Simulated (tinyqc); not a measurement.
Worked calculation: coherent transport through a tight-binding region between two chains. Computed by tinyqc, a small Python program that keeps every step. Settings: temperature = 300, mu = -0.01. Command: `OMP_NUM_THREADS=1 python tinyqc.py 20253 20254 out.jsonl` (the two numbers bound the seeds that draw the settings). One thread of a shared host (Intel(R) Xeon(R) Processor @ 2.60GHz), about 0.08 s of CPU time with the checks.

## Transmission at E = -0.1 eV

H of the central region (eV):
$$\begin{pmatrix}
-0.1700 & -2.1100 & 0.0000 & -2.1100 \\
-2.1100 & -0.3400 & -2.1100 & 0.0000 \\
0.0000 & -2.1100 & 0.0700 & -2.1100 \\
-2.1100 & 0.0000 & -2.1100 & 0.3900
\end{pmatrix}$$

Leads: semi-infinite chains with site energy 0:
```
parameter                           value
lead hopping t (eV)              2.380000
coupling to the left lead (eV)   1.290000
coupling to the right lead (eV)  1.270000
left contact site                       1
right contact site                      2
```

E = -0.1000 eV

Surface Green function g = (E - i sqrt(4 t^2 - E^2)) / (2 t^2); self-energy tc^2 g on each contact site; G = (E - H - Sigma)^(-1); Gamma = -2 Im Sigma; T = Gamma_L Gamma_R |G_LR|^2; local density of states -Im G_ii / pi.

g = -0.0088-0.4201i 1/eV

G (1/eV):
$$\begin{pmatrix}
-0.1758-1.4042i & -0.0704+0.0359i & 0.1958+1.4225i & 0.0862+0.0787i \\
-0.0704+0.0359i & -0.4689-1.3021i & 0.1827+0.2716i & 0.4836+1.3240i \\
0.1958+1.4225i & 0.1827+0.2716i & -0.1306-1.5139i & 0.2807-0.3935i \\
0.0862+0.0787i & 0.4836+1.3240i & 0.2807-0.3935i & -0.4610-1.3557i
\end{pmatrix}$$

local density of states (1/eV): [0.4470, 0.4145, 0.4819, 0.4315]

transmission = 0.0118

## Transmission across the band

The same steps on a grid of energies.

T(E):
```
E (eV)            T
-4.522000    0.6100
-4.069800    0.1854
-3.617600    0.1136
-3.165400    0.0862
-2.713200    0.0728
-2.261000    0.0661
-1.808800    0.0635
-1.356600    0.0643
-0.904400    0.0683
-0.452200    0.0646
0.000000     0.0014
0.452200   1.63e-04
0.904400     0.0073
1.356600     0.0154
1.808800     0.0225
2.261000     0.0298
2.713200     0.0391
3.165400     0.0534
3.617600     0.0821
4.069800     0.1706
4.522000     0.9805
```

levels of the isolated region (eV): [-4.2499, -0.0513, 0.0259, 4.2254]

## Current

I = (2e/h) int T(E) [f(E - mu - V/2) - f(E - mu + V/2)] dE at 300 K with mu = -0.01 eV, the bias not changing H; 2e^2/h = 77.48092 microsiemens; the integral runs over the band on 4001 points.

Current:
```
V (volt)  I (microampere)
0.0100             0.0023
0.0500             0.0120
0.1000             0.0263
0.2000             0.0697
0.4000             0.2531
0.8000             1.0139
```
